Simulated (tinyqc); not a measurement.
Barrier and mass from two temperatures.

Question. The saturation current of a Schottky diode is J0 = A* T^2 exp(-q phi/(kB T)) with a fixed barrier and A* = 4 pi q me m0 kB^2/h^3 (times 1e-4 for A/(cm^2 K^2)). Find phi, A* and me.

Constants: q = 1.602176634e-19 C, kB = 1.380649e-23 J/K, h = 6.62607015e-34 J s, m0 = 9.1093837015e-31 kg. Results are converted to the units shown.

J0 at 250 and 400 K (A/cm^2): [2.0449332e-5, 0.31532088]

Answer. The slope of ln(J0/T^2) against q/(kB T) is -phi and the intercept is ln A*.

phi = 0.5000 eV
A* = 3.930 A/(cm^2 K^2)
me = 0.03270 m0

tinyqc, about 0.01 s, one thread, Intel Xeon 2.30GHz (shared host): `OMP_NUM_THREADS=1 python tinyqc.py 2640102 2640103 out.jsonl`
